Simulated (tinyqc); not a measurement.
Planar ballistic transistor, top-of-the-barrier model: one step of the calculation.

At the top of the source barrier, states moving towards the drain are filled by the source (Fermi level 0) and states moving back by the drain (Fermi level -q Vd); nothing scatters. U is the shift of the band edge there, set by the capacitances CG, CD and CS (the total) and by the charge. Parabolic two-dimensional band; the source is grounded.

Problem. Current, mean velocity and share of the gate voltage. N0 = gv m kB T/(pi hbar^2), CG = eps0 eox/tox, vT = sqrt(2 kB T/(pi m)), CS = CG/aG, n0 = n at U = 0 and Vd = 0. eta1 = -(E0 + U)/Vt, eta2 = eta1 - Vd/Vt, n = (N0/2)[F_0(eta1) + F_0(eta2)], F_0(x) = ln(1 + exp x). I = q (N0/2) vT [F_(1/2)(eta1) - F_(1/2)(eta2)] per width, F_(1/2)(x) = (2/sqrt(pi)) int_0^infinity u^(1/2)/(1 + exp(u - x)) du. Mean velocity I/(q n). CQ = (q/Vt) dn/d(eta1); the band edge follows the gate as -dU/dVg = aG/(1 + CQ/CS).

Parameters, values chosen for the exercise; mass and valleys made up: temperature T = 300 K; effective mass m = 0.0975 m0; valley degeneracy gv = 1; relative permittivity of the gate insulator eox = 7.5; insulator thickness tox = 3 nm; gate control CG/CS aG = 0.83; band edge at the barrier top above the source Fermi level at zero bias E0 = 0.28 eV; drain voltage Vd = 0.1 V.

Constants: q = 1.602176634e-19 C, kB = 1.380649e-23 J/K, hbar = 1.054571817e-34 J s, m0 = 9.1093837015e-31 kg, Vt = kB T/q, eps0 = 8.8541878128e-14 F/cm where lengths are in cm. Results are converted to the units shown.

converged U = -0.29922251 eV

Find: eta1; n; I; mean velocity; CQ; -dU/dVg.

Solution.

eta1 = 0.7436
n = 6.189e11 cm^-2
I = 186.6 uA/um
mean velocity = 1.881e7 cm/s
CQ = 2.349 uF/cm^2
-dU/dVg = 0.4413 eV/V

The carriers from the source are near degeneracy (eta1 = 0.744), and the mean velocity is 1.09 times vT = sqrt(2 kB T/(pi m)) = 1.72e7 cm/s.

Program tinyqc, `OMP_NUM_THREADS=1 python tinyqc.py 2400053 2400054 out.jsonl`; Intel Xeon 2.30GHz, shared host, one thread, about 0.01 s.
